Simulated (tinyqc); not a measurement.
Worked calculation: Born-Oppenheimer dynamics on the unrestricted B3LYP (VWN-RPA form)/sto-6g surface (energies and gradients from PySCF), for H4, spin multiplicity 3. Computed by tinyqc, a small Python program that keeps every step (integrals from PySCF). Settings: charge = 0, multiplicity = 3, basis = sto-6g, functional = b3lyp, time step (fs) = 0.5, steps = 24. Command: `OMP_NUM_THREADS=1 python tinyqc.py 22124 22125 out.jsonl` (the two numbers bound the seeds that draw the settings). One thread of a shared host (Intel(R) Xeon(R) Processor @ 2.60GHz), about 20 s of CPU time with the checks.

positions (bohr):
```
,x,y,z
1H,0.032125,0.085038,-0.052912
2H,-0.015118,-0.035905,1.560914
3H,0.026456,1.836814,0.039684
4H,0.030236,1.844373,1.472097
```

The total energy should stay constant up to terms of order dt^2; the step counts as short enough if it moves by less than 2 % of the largest kinetic energy.

Trajectory:
```
time (fs),1H-2H (angstrom),potential (hartree),kinetic (hartree),total (hartree)
0.000000,0.856760,-1.90776086,0.00212787,-1.90563299
0.500000,0.885594,-1.92045834,0.01412048,-1.90633786
1.000000,0.955707,-1.95740916,0.04954840,-1.90786076
1.500000,1.055920,-1.99525172,0.08670740,-1.90854432
2.000000,1.174382,-2.02052283,0.11211025,-1.90841258
2.500000,1.302114,-2.03203540,0.12402168,-1.90801372
3.000000,1.433524,-2.03379313,0.12616708,-1.90762605
3.500000,1.565694,-2.03052323,0.12320642,-1.90731681
4.000000,1.697539,-2.02627732,0.11917056,-1.90710676
4.500000,1.829080,-2.02401755,0.11701521,-1.90700234
5.000000,1.960810,-2.02551782,0.11856117,-1.90695665
5.500000,2.093265,-2.03182633,0.12490684,-1.90691949
6.000000,2.226882,-2.04380635,0.13690073,-1.90690563
6.500000,2.362024,-2.06190973,0.15490434,-1.90700539
7.000000,2.499021,-2.08486212,0.17747062,-1.90739149
7.500000,2.638207,-2.10705284,0.19867112,-1.90838172
8.000000,2.780116,-2.11471354,0.20480328,-1.90991026
8.500000,2.926567,-2.09201609,0.18356635,-1.90844974
9.000000,3.083927,-2.06964162,0.16590239,-1.90373923
9.500000,3.261261,-2.09703632,0.18812485,-1.90891147
10.000000,3.453141,-2.11823539,0.20846897,-1.90976642
10.500000,3.646571,-2.10982065,0.20158219,-1.90823845
11.000000,3.832981,-2.08873019,0.18139348,-1.90733671
11.500000,4.008234,-2.06788261,0.16089112,-1.90699149
12.000000,4.170522,-2.05263745,0.14575396,-1.90688350
```

Is the time step short enough?

No. The total energy moves within 6.2e-03 hartree; that is over 2 % of the largest kinetic energy, so the time step is too long.
